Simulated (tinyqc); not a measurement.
Resistance of a tapered via with liner, size effect and interface: two steps of the calculation.

A round via whose diameter grows from db at the bottom as D(z) = db + 2 z/tan(ang). The fill, of diameter D - 2 tl, starts above the bottom liner (thickness fb tl) and has rho = rho0 (1 + ks lam/(D - 2 tl)); the sidewall liner conducts in parallel with it. The bottom liner and the interface are crossed over the full area pi db^2/4. Spreading in the lines above and below is left out.

Parameters, values chosen for the exercise; fill metal close to ruthenium:
- db = 57 nm (diameter at the bottom)
- hv = 190 nm (height)
- ang = 85 degrees (sidewall angle)
- rho0 = 7.93 uohm cm (bulk resistivity of the fill)
- lam = 6.64 nm (mean free path of the fill)
- ks = 0.6 (size-effect factor)
- tl = 0.3 nm (liner on the sidewall)
- fb = 0.5 (liner at the bottom over that on the sidewall)
- rl = 360 uohm cm (resistivity of the liner)
- ri = 2.5e-12 ohm cm^2 (interface resistivity at the bottom)
- Sb = 1.5e15 S/m^2 (ballistic conductance per area, about 3/(4 rho0 lam))

Question 1. Slices of the via. Slices between z0 = fb tl and hv, evaluated at their midpoints: conductance per length pi/4 [(D - 2 tl)^2/rho + (D^2 - (D - 2 tl)^2)/rl], slice resistance = slice height over that. 8 slices.

Give: z; D; rho; slice resistance.

Answer 1.

z, slice 0 to 7 (nm): [12.02, 35.75, 59.48, 83.21, 106.9, 130.7, 154.4, 178.1]
D, slice 0 to 7 (nm): [59.10, 63.25, 67.41, 71.56, 75.71, 79.86, 84.02, 88.17]
rho, slice 0 to 7 (uohm cm): [8.470, 8.434, 8.403, 8.375, 8.351, 8.329, 8.309, 8.291]
slice resistance, slice 0 to 7 (ohm): [0.7474, 0.6489, 0.5686, 0.5024, 0.4471, 0.4004, 0.3607, 0.3266]

Question 2. Total resistance. R_fill = sum of the slices; R_bottom = rl fb tl/(pi db^2/4); R_interface = ri/(pi db^2/4); ballistic (Sharvin) limit 1/(Sb pi (db - 2 tl)^2/4); ideal cylinder rho0 hv/(pi db^2/4).

slice resistance, slice 0 to 7 (ohm): [0.74740640, 0.64888982, 0.56862883, 0.50237904, 0.44706093, 0.40039644, 0.36067118, 0.32657504]

Give: parts; R; shares; ballistic limit; ideal cylinder.

Answer 2.

parts (ohm): fill 4.0020, bottom liner 0.21162, interface 0.097972
R = 4.3116 ohm
shares (%): fill 92.820, bottom liner 4.908, interface 2.272
ballistic limit = 0.26685 ohm
ideal cylinder = 5.9046 ohm

The fill is the largest part, and R is 0.730 times the ideal cylinder. With 2000 slices R = 4.3155 ohm.

tinyqc, about 0.01 s, one thread, Intel Xeon 2.30GHz (shared host): `OMP_NUM_THREADS=1 python tinyqc.py 2750008 2750009 out.jsonl`
